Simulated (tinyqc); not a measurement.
Inside a calculation. Method: FCI on RHF in the sto-6g basis, for Li+, spin multiplicity 1. One step of it, computed by the program tinyqc.

Task: Integrals over molecular orbitals. (pq|rs) = sum C_ip C_jq C_kr C_ls (ij|kl), one index at a time.

coefficients C, order 1Li 1s, 1Li 2s, 1Li 2px, 1Li 2py, 1Li 2pz:
$$\begin{pmatrix}
0.995018 & -0.262267 & 0.000000 & 0.000000 & 0.000000 \\
0.020308 & 1.028801 & 0.000000 & 0.000000 & 0.000000 \\
0.000000 & 0.000000 & 1.000000 & 0.000000 & 0.000000 \\
0.000000 & 0.000000 & 0.000000 & 1.000000 & 0.000000 \\
0.000000 & 0.000000 & 0.000000 & 0.000000 & 1.000000
\end{pmatrix}$$

core Hamiltonian H = T + V (hartree), order 1Li 1s, 1Li 2s, 1Li 2px, 1Li 2py, 1Li 2pz:
$$\begin{pmatrix}
-4.450402 & -0.939085 & 0.000000 & 0.000000 & 0.000000 \\
-0.939085 & -1.093522 & 0.000000 & 0.000000 & 0.000000 \\
0.000000 & 0.000000 & -0.879985 & 0.000000 & 0.000000 \\
0.000000 & 0.000000 & 0.000000 & -0.879985 & 0.000000 \\
0.000000 & 0.000000 & 0.000000 & 0.000000 & -0.879985
\end{pmatrix}$$

Two-electron integrals (ij|kl) in chemists' order, unique and non-zero (hartree):
```
(11|11) 1.681247   (21|11) 0.242603   (21|21) 0.044507   (22|11) 0.397190
(22|21) 0.090279   (22|22) 0.290625   (31|31) 0.009437   (32|31) 0.014261
(32|32) 0.064236   (33|11) 0.397190   (33|21) 0.090279   (33|22) 0.290625
(33|33) 0.313125   (41|41) 0.009437   (42|41) 0.014261   (42|42) 0.064236
(43|43) 0.016875   (44|11) 0.397190   (44|21) 0.090279   (44|22) 0.290625
(44|33) 0.279374   (44|44) 0.313125   (51|51) 0.009437   (52|51) 0.014261
(52|52) 0.064236   (53|53) 0.016875   (54|54) 0.016875   (55|11) 0.397190
(55|21) 0.090279   (55|22) 0.290625   (55|33) 0.279374   (55|44) 0.279374
(55|55) 0.313125
```

Give: one-electron integrals over orbitals h = C^T H C; Two-electron integrals over orbitals.

Result:

one-electron integrals over orbitals h = C^T H C (hartree):
$$\begin{pmatrix}
-4.4446 & 0.1822 & 0.0000 & 0.0000 & 0.0000 \\
0.1822 & -0.9568 & 0.0000 & 0.0000 & 0.0000 \\
0.0000 & 0.0000 & -0.8800 & 0.0000 & 0.0000 \\
0.0000 & 0.0000 & 0.0000 & -0.8800 & 0.0000 \\
0.0000 & 0.0000 & 0.0000 & 0.0000 & -0.8800
\end{pmatrix}$$

Two-electron integrals over orbitals (pq|rs), unique and non-zero (hartree):
```
(11|11) 1.6678    (21|11) -0.1822   (21|21) 0.0313    (22|11) 0.4048
(22|21) -0.0099   (22|22) 0.2832    (31|31) 0.0099    (32|31) 0.0134
(32|32) 0.0609    (33|11) 0.3970    (33|21) -0.0056   (33|22) 0.2862
(33|33) 0.3131    (41|41) 0.0099    (42|41) 0.0134    (42|42) 0.0609
(43|43) 0.0169    (44|11) 0.3970    (44|21) -0.0056   (44|22) 0.2862
(44|33) 0.2794    (44|44) 0.3131    (51|51) 0.0099    (52|51) 0.0134
(52|52) 0.0609    (53|53) 0.0169    (54|54) 0.0169    (55|11) 0.3970
(55|21) -0.0056   (55|22) 0.2862    (55|33) 0.2794    (55|44) 0.2794
(55|55) 0.3131
```
